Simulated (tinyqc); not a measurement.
A short-path metal as competitor: size effects in the resistivity of thin metal films and interconnect lines. Computed by tinyqc, a small Python program. Command: `OMP_NUM_THREADS=1 python tinyqc.py 3018806 3018807 out.jsonl size walk`. One thread of a shared host (Intel(R) Xeon(R) Processor @ 2.30GHz), about 0.01 s of CPU time with the checks.

Electrons lose their drift at surfaces (a share 1 - p of the hits) and at grain boundaries (reflection R), besides bulk scattering. The line sits in a trench with a non-conducting liner on both walls and the bottom; the spacing equals the drawn width.

Inputs (values chosen for the exercise, modelled on silver):
```
quantity                                   value         unit
bulk resistivity rho_b                      1.57  microohm cm
bulk mean free path lambda                  51.1           nm
specularity p                                  0            -
grain-boundary reflection R                 0.33            -
grain size over metal width                  0.7            -
aspect ratio (height over width)             1.9            -
liner thickness t                            0.9           nm
competitor: rho_b relative to this metal     2.3            -
competitor: lambda relative to this metal   0.48            -
competitor: liner relative to t             0.59            -
```

Geometry: line.

Method:
- Fuchs-Sondheimer film: rho_b/rho = 1 - (3/(2 kappa))(1 - p) int_0^1 (s - s^3)(1 - exp(-kappa/s))/(1 - p exp(-kappa/s)) ds, f = rho/rho_b, kappa = thickness/lambda, 80 Gauss-Legendre points.
- Line: the excess of a film of thickness w_m and of a film of thickness h_m are added, rho/rho_b = 1 + (f(w_m) - 1) + (f(h_m) - 1), an estimate that holds best when both sides exceed lambda.
- Mayadas-Shatzkes: alpha = (lambda/D) R/(1 - R); rho_b/rho = 1 - 3 alpha/2 + 3 alpha^2 - 3 alpha^3 ln(1 + 1/alpha).
- w_m = w - 2t, h_m = (aspect ratio) w - t, D = (ratio) w_m; rho = rho_b [1 + surface excess + grain excess].
- Effective resistivity rho (aspect ratio) w^2/(w_m h_m) for the metal with its liner, for the same metal without liner, and for a competitor with its own rho_b, lambda and liner, and for that competitor with the liner t; p, R, aspect and grain ratios are the same.

Effective resistivity (microohm cm):
```
w (nm)  this metal  without liner  competitor  competitor, liner t
200          2.256          2.225       4.363                4.386
100          2.988          2.898       5.140                5.199
50           4.550          4.255       6.781                6.956
30           6.791          6.035       9.109                9.538
20           9.862          8.202      12.202               13.137
14          14.345         10.913      16.474               18.427
10          21.508         14.436      22.745               26.894
7           35.766         19.582      33.640               43.701
5           65.205         26.273      51.774               78.205
```

What does the comparison show, and why?

The competitor wins below a width between 10.0 and 7.00 nm. In narrow lines rho scales as rho_b lambda/w, and the product rho_b lambda of the competitor is 1.10 times this metal's. At the narrowest width the liner costs this metal a factor 2.48. With the same liner the competitor wins nowhere in the table; at the narrowest width the thinner liner lowers it from 78.2 to 51.8. Rows with w - 2t below lambda stretch the additive estimate. Metal widths below about 5 nm are outside this semiclassical model.

Extremes, crossings and ranges named in words are read from the listed rows.
